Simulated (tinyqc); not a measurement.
Susceptibility above T_c: two-sublattice mean-field magnet: ferrimagnet, compensation points and susceptibility. Computed by tinyqc, a small Python program. Command: `OMP_NUM_THREADS=1 python tinyqc.py 3015647 3015648 out.jsonl ferri walk`. One thread of a shared host (Intel(R) Xeon(R) Processor @ 2.30GHz), about 0.01 s of CPU time with the checks.

A random alloy A(1-x)B(x) with H = -sum over pairs J S_i.S_j. a = <S_A> and b = <S_B> are taken along z, a > 0. Exchange fields: h_A = (1 - x) zJ_AA a + x zJ_AB b, h_B = (1 - x) zJ_AB a + x zJ_BB b; a = S_A B_(S_A)(S_A h_A/(k_B T)) and likewise for b, with the Brillouin function B_S(y) = [(2S + 1)/(2S)] coth[(2S + 1) y/(2S)] - [1/(2S)] coth[y/(2S)].

Inputs (values chosen for the exercise, for a model ferrimagnet):
```
quantity               value  unit
spin S_A                 1.5     -
spin S_B                 1.5     -
g factor g_A               2     -
g factor g_B               2     -
fraction x of B sites   0.44     -
z J_AA                  29.6   meV
z J_BB                  0.53   meV
z J_AB                  -4.6   meV
T over T_c              0.27     -
```

Constants: k_B = 8.617333262e-05 eV/K.

Method. Linearised, T (a, b) = M (a, b) with M_ij = S_i (S_i + 1) c_j zJ_ij/(3 k_B), c_A = 1 - x, c_B = x. T_c is the larger eigenvalue, and its eigenvector gives b/a at onset, (T_c - M_AA)/M_AB. With a field B, T (a, b) = M (a, b) + (mu_B B/(3 k_B)) (g_A S_A (S_A + 1), g_B S_B (S_B + 1)). chi = m/B per site; C = mu_B [(1 - x) g_A^2 S_A (S_A + 1) + x g_B^2 S_B (S_B + 1)]/(3 k_B); the table gives C/chi, which tends to T - theta.

T_c = 244.986 K

M (K):
```
         A        B
A  240.446  -29.359
B  -37.367    3.383
```

Inverse susceptibility:
```
T (K)   C/chi (K)  T - C/chi (K)
249.9        11.3         238.63
269.5        51.4         218.05
306.2       113.6         192.59
367.5       199.0         168.47
490.0       344.4         145.61
735.0       606.8         128.15
1224.9     1108.0         116.90
2449.9     2340.2         109.66
```

What follows from these numbers?

T - C/chi sinks from 239 K just above T_c to 110 K at 10 T_c, on its way to the asymptotic theta. The curve of 1/chi is a hyperbola that bends down to zero at T_c = 245 K, so a Curie-Weiss line fitted at high T misses T_c.
